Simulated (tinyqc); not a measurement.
Worked calculation: tight binding, dimerised chain. One step of it, computed by the program tinyqc.

Question. Levels at k. Diagonalise the Hermitian matrix.

H(k) at k (eV), order A, B:
$$\begin{pmatrix}
0.000000 & -2.139975+1.135953i \\
-2.139975-1.135953i & 0.000000
\end{pmatrix}$$

Give: eigenvalues; weights |c|^2 of the basis functions.

Answer.

eigenvalues (eV): [-2.423, 2.423]

weights |c|^2 of the basis functions, order A, B:
$$\begin{pmatrix}
0.500 & 0.500 \\
0.500 & 0.500
\end{pmatrix}$$
